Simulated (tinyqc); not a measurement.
Capacitances against the line height.

Endless row of lines of width wl, height tl and space sl between grounded planes at distance hd; e2 fills the gaps beside the lines, e1 the rest. Laplace's equation is solved on meshes of 3, 6 and 12 steps per unit u and extrapolated (Aitken), which is good to about 0.2 %. C_even (all lines at 1 V) is the capacitance Cg to the planes; C_odd (neighbours in antiphase) = Cg + 4 Cc if only nearest neighbours couple, which defines Cc; total with quiet neighbours Cg + 2 Cc. Plate values 2 eps0 e1 wl/hd and eps0 e2 tl/sl.

Values chosen for this exercise: relative permittivity above and below the lines e1 = 4.2; relative permittivity between the lines e2 = 2.4; line width, in units u wl = 4 u; space between lines sl = 8 u; distance to each plane hd = 4 u.

Constants: eps0 = 8.8541878128e-12 F/m. Results are converted to the units shown.

The same in every row: plate Cg (aF/um) = 74.4.

Result of one run:

| tl (u) | Cg (aF/um) | Cc (aF/um) | Cg + 2 Cc (aF/um) | C_odd (aF/um) | plate Cc (aF/um) | share of coupling, 2 Cc/(Cg + 2 Cc) (%) |
|---|---|---|---|---|---|---|
| 12 | 169 | 28.0 | 225 | 281 | 31.9 | 24.9 |

What becomes of these results when the line height tl is changed from 12 to 6 u, all else the same?

Result of the changed run:

| tl (u) | Cg (aF/um) | Cc (aF/um) | Cg + 2 Cc (aF/um) | C_odd (aF/um) | plate Cc (aF/um) | share of coupling, 2 Cc/(Cg + 2 Cc) (%) |
|---|---|---|---|---|---|---|
| 6 | 166 | 12.9 | 192 | 218 | 15.9 | 13.4 |

The whole series:

| tl (u) | Cg (aF/um) | Cc (aF/um) | Cg + 2 Cc (aF/um) | C_odd (aF/um) | plate Cc (aF/um) | share of coupling, 2 Cc/(Cg + 2 Cc) (%) |
|---|---|---|---|---|---|---|
| 2 | 154 | 4.79 | 164 | 173 | 5.31 | 5.85 |
| 4 | 162 | 8.44 | 179 | 196 | 10.6 | 9.43 |
| 6 | 166 | 12.9 | 192 | 218 | 15.9 | 13.4 |
| 8 | 168 | 17.7 | 203 | 239 | 21.3 | 17.4 |
| 12 | 169 | 28.0 | 225 | 281 | 31.9 | 24.9 |
| 16 | 169 | 38.6 | 247 | 324 | 42.5 | 31.3 |

As tl goes from 2 to 16, Cg rises from 154 to 169 aF/um, Cc rises from 4.79 to 38.6 aF/um and the share of coupling rises from 5.85 to 31.3 %. Cg is 2.07 times its plate value in the first row and 2.28 times in the last; for Cc the ratios are 0.903 and 0.908. Neighbours in antiphase raise the load by a factor of 1.06 and 1.31 over quiet ones.

Numbers from tinyqc (`OMP_NUM_THREADS=1 python tinyqc.py 2790117 2790118 out.jsonl`; about 0.8 s on one thread of a shared Intel Xeon 2.30GHz).
